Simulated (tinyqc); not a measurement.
Dielectric confinement in a thin film (image charges): sweeps and comparisons. A value that a table varies takes the place of the one given here.

A film |z| < t/2 of dielectric constant eps between half-spaces of dielectric constant e2; lam = (eps - e2)/(eps + e2), q = e^2/(4 pi eps0). The self-energy of a band edge is taken with the high-frequency value, e2 = eh, and the field of a fixed ion with the static one, e2 = eo. A charge at z has images lam^|n| at n t + (-1)^n z. Its self-energy is S(z) = (q/2 eps) sum over n >= 1 of lam^n [1/(n t - 2z) + 1/(n t + 2z)] for odd n and 2 lam^n/(n t) for even n; at the centre S(0) = -(q/(eps t)) ln(1 - lam).

Donor at the centre, lam from the static eo, trial function cos(pi z/t) exp(-rho/l): E(l) = c/(m l^2) - (q/eps) times the integral over k of F(k t) (1 + (k l/2)^2)^(-3/2), with F(x) = F0 + 2 lam exp(-x) G/(1 - lam exp(-x)), F0 = 2[(1 - exp(-x/2))/x + x (1 + exp(-x/2))/(x^2 + 4 pi^2)], G = 2 sinh(x/2)[1/x - x/(x^2 + 4 pi^2)]; c = hbar^2/2m0. The binding energy is -E at the minimum, counted from the subband edge with its self-energy.

Constants: e^2/(4 pi eps0) = 14.39964547 eV angstrom; hbar^2/2m0 = 3.80998211 eV angstrom^2; Ry = 13.60569312 eV.

Values chosen for the exercise (near those of a Ge film between layers of HfO2; the results hold for these values, not for the real material): eps = 16.3 (dielectric constant of the film); eh = 3.9 (high-frequency dielectric constant outside); eo = 22.5 (static dielectric constant outside); m = 0.154 m0 (mass in the plane); mz = 0.117 m0 (mass across the film); ts = (10, 15, 22, 32, 48, 70, 100) angstrom (thicknesses); t = 88 angstrom (film thickness).

## Thinning the film

<S> is the mean over (2/t) cos^2(pi z/t); confinement c (pi/t)^2/mz; donor binding with and without images.

Results:
```
t (angstrom)  <S> (meV)  confinement (meV)  binding, no images (meV)  binding (meV)  l (angstrom)
10                 96.0             3213.9                      26.8           17.2          38.1
15                 64.0             1428.4                      25.3           17.0          38.8
22                 43.7              664.0                      23.5           16.7          40.1
32                 30.0              313.9                      21.5           16.0          42.1
48                 20.0              139.5                      19.1           15.0          45.3
70                 13.7               65.6                      16.9           13.8          49.4
100                 9.6               32.1                      14.7           12.4          54.4
```

Between 100 and 10 angstrom the binding goes from 12.4 to 17.2 meV; quantum confinement alone would take it from 14.7 to 26.8, so the images supply -2.3 and -9.7 meV. |<S>| goes as 1/t and exceeds the confinement energy beyond 335 angstrom. Hard-wall energies above 300 meV (up to t = 32 angstrom) overstate the confinement: walls are finite and valleys non-parabolic.

## Choice of the surrounding dielectric

The same film between different dielectrics; in this table one value e2 serves for both eo and eh.

Results:
```
case         lam  <S> (meV)  binding (meV)  l (angstrom)
e2 = 1     0.884       23.6           56.4          45.1
e2 = 2.5   0.734       14.9           40.1          46.1
e2 = 3.9   0.614       10.9           33.0          46.9
e2 = 7.5   0.370        5.4           23.8          48.6
e2 = 16    0.009        0.1           15.6          51.1
e2 = 25   -0.211       -2.4           12.2          52.9
e2 = 80   -0.661       -6.6            6.9          57.0
```

The binding spans a factor 8.2, from 56 meV in vacuum to 6.9 meV for e2 = 80; going from 3.9 to 25 changes it by -20.8 meV and the band edge by -13.3 meV, so the binding responds 1.56 times as much as the edge (for an orbit much smaller than t the binding would change by twice the change of S(0), -22.9 meV; here l/t = 0.53 for e2 = 3.9).

## What each parameter does

<S> is the mean over (2/t) cos^2(pi z/t). Each row changes one parameter from the base and keeps the others.

Results:
```
case             lam from eh  <S> (meV)  binding (meV)  l (angstrom)
base                   0.614       10.9           12.9          52.5
t = 82 angstrom        0.614       11.7           13.2          51.5
eps = 14.7             0.581       11.1           14.5          49.0
eo = 31.5              0.614       10.9           10.7          53.8
eh = 5.1               0.523        8.6           12.9          52.5
m = 0.185 m0           0.614       10.9           14.6          46.0
```

The largest shifts from the base row, up to three for each result and ties (the steps differ in size, so this ranks the rows, not the parameters). lam from eh: eh -0.090, eps -0.033; unchanged at the printed digits by t, eo and m. <S> (meV): eh -2.3, t +0.8, eps +0.2; unchanged at the printed digits by eo and m. binding (meV): eo -2.2, m +1.7, eps +1.6; unchanged at the printed digits by eh. l (angstrom): m -6.4, eps -3.4, eo +1.3; unchanged at the printed digits by eh.

tinyqc: `OMP_NUM_THREADS=1 python tinyqc.py 1252195 1252196 out.jsonl`; about 0.05 s, one thread, shared Intel(R) Xeon(R) Processor @ 2.30GHz.
